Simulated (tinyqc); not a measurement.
Length of a polyene: Hueckel, PPP and singles CI along the polyenes. Computed by the program tinyqc. Hueckel uses the same beta without repulsion; CIS keeps all single excitations and so misses the low, doubly excited 2Ag state. W is the valence ionisation energy of a centre, MN the Mataga-Nishimoto formula, f the oscillator strength.

All-trans chains of carbon centres 1.40 angstrom apart:

| parameter | value |
|---|---|
| beta (eV), times 1 +/- alternation | -2.420000 |
| alternation | 0 |
| W (eV) | 11.160000 |
| gamma_rr (eV) | 9.760000 |
| repulsion formula | MN |

Gaps and excitations (eV):

| centres | Hueckel gap | PPP orbital gap | bright singlet (CIS) | f | lowest triplet (CIS) |
|---|---|---|---|---|---|
| 2 | 4.840 | 9.848 | 7.216 | 0.619 | 2.464 |
| 4 | 2.991 | 7.399 | 5.053 | 1.091 | 1.428 |
| 6 | 2.154 | 6.152 | 3.996 | 1.578 | 0.953 |
| 8 | 1.681 | 5.386 | 3.360 | 2.055 | 0.688 |
| 10 | 1.378 | 4.865 | 2.929 | 2.513 | 0.521 |
| 12 | 1.167 | 4.486 | 2.617 | 2.948 | 0.408 |

What does the comparison show, and why?

The Hueckel gap tends to 4 x alternation x |beta| = 0.00 eV for long chains (zero without alternation, falling as 1/N). Exchange opens the PPP orbital gap, and the attraction of electron and hole brings the bright state 1.87 eV below it at 12 centres; the triplet lies 2.21 eV lower still.
